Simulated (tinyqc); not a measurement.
Nudged elastic band on a two-dimensional model surface: one step, computed by the program tinyqc. Command: `OMP_NUM_THREADS=1 python tinyqc.py 3024867 3024868 out.jsonl neb walk`. One thread of a shared host (Intel(R) Xeon(R) Processor @ 2.30GHz), about 0.06 s of CPU time with the checks.

V(x, y) = -A (cos kx + cos ky) - B cos kx cos ky + (C sin ky + S sin kx)(1 - cos kx), k = 2 pi/a; the atom hops from the minimum at (0, 0) to that at (a, 0).

Problem. Stationary points. Newton steps x(new) = x - H^-1 grad V (moves limited to 0.3 angstrom) from (0, 0), (a, 0) and (a/2, 0) give the two minima and the saddle.

Inputs (values chosen for the exercise, for a model surface):
```
quantity      value      unit
amplitude A    0.13        eV
amplitude B  0.0055        eV
skew C        0.014        eV
asymmetry S   0.012        eV
period a        3.9  angstrom
```

Surface: adatom on a square lattice. Climbing image: on.

Give: positions; energies; barrier from the start.

Solution.

positions (angstrom):
```
             x        y
start   0.0000   0.0000
end     3.9000   0.0000
saddle  1.8412  -0.1362
```

energies (eV): start -0.26550, end -0.26550, saddle 0.00452

barrier from the start = 0.27002 eV
